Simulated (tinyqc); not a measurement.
Cell-based percolation model of oxide breakdown: effect of the area.

The oxide, of thickness n a, is cut into cubic cells. A cell is defective with the chance l = 1 - exp(-a^3 N), N = N1 (t/1 s)^al. A column of n defective cells breaks the oxide down, and the area holds M = A/a^2 independent columns: 1 - F = (1 - l^n)^M.

At F = 1 - 1/e: l_c = (1 - exp(-1/M))^(1/n), N_bd = -ln(1 - l_c)/a^3, t63 = (N_bd/N1)^(1/al). W = ln(-ln(1 - F)); for small l, W = ln M + n ln(a^3 N), so the Weibull slope is n al.

Inputs (values chosen for the exercise):
- a = 0.9 nm (edge of a cell)
- n = 6 (cells across the oxide)
- al = 0.39 (exponent of defect growth)
- N1 = 1.2e18 cm^-3 (defect density after 1 s)

Results:

| A (um^2) | l_c | N_bd (cm^-3) | t63 (s) | slope at t63 |
|---|---|---|---|---|
| 0.0014 | 0.2887 | 4.672e20 | 4.384e6 | 1.965 |
| 0.023 | 0.1810 | 2.740e20 | 1.116e6 | 2.114 |
| 0.38 | 0.1134 | 1.652e20 | 3.048e5 | 2.202 |
| 6.4 | 0.07086 | 1.008e20 | 8.594e4 | 2.255 |
| 110 | 0.04411 | 6.188e19 | 2.459e4 | 2.288 |
| 1800 | 0.02768 | 3.851e19 | 7286 | 2.307 |
| 31000 | 0.01723 | 2.384e19 | 2130 | 2.320 |
| 8.6e6 | 0.006745 | 9.284e18 | 189.8 | 2.332 |

Estimate the missing row, A = 5.1e5 um^2.

Computed row:

| A (um^2) | l_c | N_bd (cm^-3) | t63 (s) | slope at t63 |
|---|---|---|---|---|
| 5.1e5 | 0.01080 | 1.490e19 | 638.2 | 2.327 |

With this row back in the table: t63 falls from 4.38e6 to 190 s, as A^(-0.49) between the first two rows and A^(-0.43) between the last two, against -1/(n al) = -0.43; the slope at t63 rises from 1.96 to 2.33, nearer to n al where l_c is small.

Computed by the program tinyqc: `OMP_NUM_THREADS=1 python tinyqc.py 2070029 2070030 out.jsonl`, one thread of a shared Intel Xeon 2.30GHz, about 0.01 s for the whole run.
